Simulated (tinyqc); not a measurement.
Born-Mayer model of an ionic crystal AB. Changing the ionic charge z. Computed by tinyqc, a small Python program. Command: `OMP_NUM_THREADS=1 python tinyqc.py 3021087 3021088 out.jsonl bornmayer sweep`. One thread of a shared host (Intel(R) Xeon(R) Processor @ 2.30GHz), about 0.02 s of CPU time with the checks.

Energies are per ion pair and r is the nearest distance of unlike ions.

Inputs (values chosen for the exercise, for a model salt):

| quantity | value | unit |
|---|---|---|
| unlike repulsion lambda | 692 | eV |
| range rho | 0.311 | angstrom |
| like repulsion lambda2 | 1930 | eV |
| dispersion C between like ions | 7 | eV angstrom^6 |

Structure: zinc blende. Short range: with like-ion terms.

Constants: e^2/(4 pi eps_0) = 14.39964548 eV angstrom; 1 eV/angstrom^3 = 160.2176634 GPa.

Method:
- Madelung constant M, unlike neighbours z1, like neighbours z2 at f r, volume per pair: rock salt 1.747565, 6, 12, sqrt2, 2 r^3; caesium chloride 1.762675, 8, 6, 2/sqrt3, 8 r^3/(3 sqrt3); zinc blende 1.638055, 4, 12, sqrt(8/3), 16 r^3/(3 sqrt3).
- U(r) = -M z^2 e^2/(4 pi eps_0 r) + z1 lambda exp(-r/rho) + z2 [lambda2 exp(-f r/rho) - C/(f r)^6] (one mean like-ion term for both sublattices).
- Newton steps on g(r) = U'(r), from r = 9 rho: r(new) = r - U'(r)/U''(r), with the move limited to 0.3 angstrom. Where U'' is negative, move 0.3 angstrom downhill. Stop when |U'| is below 1e-9.
- B = U''(r0)/(9 c r0), with the volume written as c r^3.

One run for each value:

| ionic charge z | lattice energy U (eV per pair) | equilibrium distance r0 (angstrom) | bulk modulus B (GPa) |
|---|---|---|---|
| 0.800 | -5.15 | 2.593 | 12.95 |
| 0.883 | -6.44 | 2.517 | 17.23 |
| 0.967 | -7.91 | 2.446 | 22.48 |
| 1.050 | -9.55 | 2.382 | 28.68 |
| 1.130 | -11.30 | 2.325 | 35.72 |
| 1.220 | -13.47 | 2.266 | 45.02 |
| 1.300 | -15.59 | 2.217 | 54.64 |

Describe and explain the trends.

Over the rows, lattice energy U (eV per pair) falls from -5.15 to -15.6 (exponent d ln y / d ln x about 2.3 throughout); equilibrium distance r0 (angstrom) falls from 2.59 to 2.22 (exponent d ln y / d ln x -0.30 between the first rows and -0.35 between the last); bulk modulus B (GPa) rises from 12.9 to 54.6 (exponent d ln y / d ln x 2.9 between the first rows and 3.0 between the last). U grows faster than z^2, because the stronger attraction also shortens r0.
